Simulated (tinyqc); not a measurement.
## Screening length from the swing

Inverse problem. In a simple model of a Schottky-barrier transistor a barrier thinner than d = 3 nm is transparent, so the effective barrier is pn - psi (1 - exp(-d/lam)) and the swing beyond flat band is Vt ln 10/(1 - exp(-d/lam)). Find the thermionic swing, lam, and the effective barrier at psi = 0.2 V.

Values chosen for this exercise: temperature T = 300 K; barrier for electrons at both contacts pn = 0.5 eV.

Constants: q = 1.602176634e-19 C, kB = 1.380649e-23 J/K, Vt = kB T/q. Results are converted to the units shown.

swing in the tunnelling range = 94.169425 mV/decade

Solution. The ratio of the two swings is 1 - exp(-d/lam).

Vt ln 10 = 59.53 mV/decade
lam = 3.000 nm
effective barrier = 0.3736 eV

Numbers from tinyqc (`OMP_NUM_THREADS=1 python tinyqc.py 2390071 2390072 out.jsonl`; about 0.05 s on one thread of a shared Intel Xeon 2.30GHz).
